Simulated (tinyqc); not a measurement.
Trap and transport parameters from the curve.

Question. A layer shows an ohmic current q n0 mu V/L, then a square law (9/8) th eps0 eps_r mu V^2/L^3 above Vx = 8 q n0 L^2/(9 th eps0 eps_r), and trap filling at V_TFL = q Nt L^2/(2 eps0 eps_r). th = y/(1 + y), y = (Nc/Nt) exp(-Et/kB T). The square-law current at V is given. Find th, n0, Nt and Et.

Inputs (values chosen for the exercise): temperature T = 300 K; relative permittivity eps_r = 19.9; mobility mu = 0.042 cm^2/(V s); thickness L = 1400 nm; band density of states Nc = 1.6e20 cm^-3; voltage V = 22 V.

Constants: q = 1.602176634e-19 C, kB = 1.380649e-23 J/K, Vt = kB T/q, eps0 = 8.8541878128e-14 F/cm where lengths are in cm. Results are converted to the units shown.

Mott-Gurney J = 0.0015212935 A/cm^2
Vx = 1.1468992 V
V_TFL = 178.22337 V

Solution. The square law gives th, Vx gives n0, V_TFL gives Nt, and th with Nt gives Et.

th = 1.04e-4
n0 = 7.50e10 cm^-3
Nt = 2.00e17 cm^-3
Et = 0.410 eV

Numbers from tinyqc (`OMP_NUM_THREADS=1 python tinyqc.py 2370045 2370046 out.jsonl`; about 0.01 s on one thread of a shared Intel Xeon 2.30GHz).
